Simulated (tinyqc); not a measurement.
Capillary instabilities by surface diffusion: grooving and agglomeration of films, edge retraction, wire break-up and smoothing of roughness. Inputs raised by 2 %, one at a time. Computed by tinyqc, a small Python program. Command: `OMP_NUM_THREADS=1 python tinyqc.py 3030892 3030893 out.jsonl dewet sens`. One thread of a shared host (Intel(R) Xeon(R) Processor @ 2.30GHz), about 0.01 s of CPU time with the checks.

Isotropic surface energy; shapes change by surface diffusion alone.

Inputs (values chosen for the exercise, for a model film):
```
quantity,value,unit
surface energy gamma_s,2.55,J/m^2
grain-boundary energy gamma_b,1.1,J/m^2
interface energy gamma_i,1.2,J/m^2
contact angle on the substrate theta,120,degrees
atomic volume Omega,13.6,angstrom^3
surface sites nu,12,1/nm^2
prefactor D0,0.00093,m^2/s
activation energy Q,1.69,eV
temperature T,1230,K
time t,100,s
film thickness h,25,nm
grain radius R,420,nm
wire radius r,23,nm
initial ripple over radius,0.02,-
```

Grooves: at the surface and the interface.

Constants: k_B = 8.617333262e-05 eV/K; k_B = 1.380649e-23 J/K.

Method:
- B = D_s nu gamma_s Omega^2/(k_B T), D_s = D0 exp(-Q/(k_B T)).
- Groove angle beta: sin(beta) = gamma_b/(2 gamma). For circular grains of radius R with spherical caps the groove ends (measured from the mean surface) at the depth R g(beta), g = (2 - 3 cos beta + cos^3 beta)/(3 sin^3 beta). The film parts if R [g(beta_s) + g(beta_i)] > h.
- Mullins' isolated groove: depth below the flat surface d = 0.780 m (B t)^(1/4), m = tan(beta_s), width between the ridges 4.6 (B t)^(1/4); time to reach h: (h/(0.780 m))^4/B.
- A rim shaped as a circular segment with contact angle theta holds the area h x; its radius r obeys r^2 (theta - sin theta cos theta) = h x. To advance, the edge must carry a strip of the rim height H = r (1 - cos theta) over the rim, driven by the curvature 1/r over the distance r theta (the scaling argument of Brandon and Bradshaw): H dx/dt = B/(theta r^2) gives x^(5/2) = (5/2) B t c^(3/2)/(theta (1 - cos theta) h^(3/2)), c = theta - sin theta cos theta.
- A wire with r + A cos(k z) has dA/dt = (B/r^4) (kr)^2 [1 - (kr)^2] A: unstable for wavelengths above 2 pi r, fastest at kr = 1/sqrt 2 with the rate B/(4 r^4); break-up time about (4 r^4/B) ln(r/A0); each wavelength makes a sphere of radius (3 r^2 lambda_m/4)^(1/3).

Runs:
```
input moved,from,to,B (nm^4/s),groove depth (nm),retraction x (nm),break-up time (s)
base run,-,-,3.687e+07,42.46,1548,0.1188
surface energy gamma_s (J/m^2),2.55,2.601,3.761e+07,41.79,1561,0.1164
grain-boundary energy gamma_b (J/m^2),1.1,1.122,3.687e+07,43.35,1548,0.1188
interface energy gamma_i (J/m^2),1.2,1.224,3.687e+07,42.46,1548,0.1188
activation energy Q (eV),1.69,1.7238,2.681e+07,39.20,1363,0.1634
temperature T (K),1230,1254.6,4.942e+07,45.68,1741,0.0886
film thickness h (nm),25,25.5,3.687e+07,42.46,1530,0.1188
wire radius r (nm),23,23.46,3.687e+07,42.46,1548,0.1285
```

Exponents ln(y'/y) / ln(x'/x):
```
input,B,groove depth,retraction x,break-up time
surface energy gamma_s,1.000,-0.798,0.400,-1.000
grain-boundary energy gamma_b,0.000,1.050,0.000,0.000
interface energy gamma_i,0.000,0.000,0.000,0.000
activation energy Q,-16.103,-4.026,-6.441,16.103
temperature T,14.788,3.697,5.915,-14.788
film thickness h,0.000,0.000,-0.600,0.000
wire radius r,0.000,0.000,0.000,4.000
```

Among the inputs moved here: B answers most in size to activation energy Q (exponent -16.103), next to temperature T (+14.788); its exponent is below 0.0005 for grain-boundary energy gamma_b, interface energy gamma_i, film thickness h, wire radius r. Groove depth answers most in size to activation energy Q (exponent -4.026), next to temperature T (+3.697); its exponent is below 0.0005 for interface energy gamma_i, film thickness h, wire radius r. Retraction x answers most in size to activation energy Q (exponent -6.441), next to temperature T (+5.915); its exponent is below 0.0005 for grain-boundary energy gamma_b, interface energy gamma_i, wire radius r. Its exponent -0.600 in film thickness h: a thicker film has more matter to move. Break-up time answers most in size to activation energy Q (exponent +16.103), next to temperature T (-14.788); its exponent is below 0.0005 for grain-boundary energy gamma_b, interface energy gamma_i, film thickness h. Its exponent +4.000 in wire radius r: surface diffusion over the length r.

Caution (all rows): this depth exceeds the film thickness, so the isolated-groove formula no longer applies. Caution (all rows): the grooves of neighbouring boundaries overlap, so the depth levels off at its final value. Caution (all rows): faceting can stabilise wires along low-index directions.
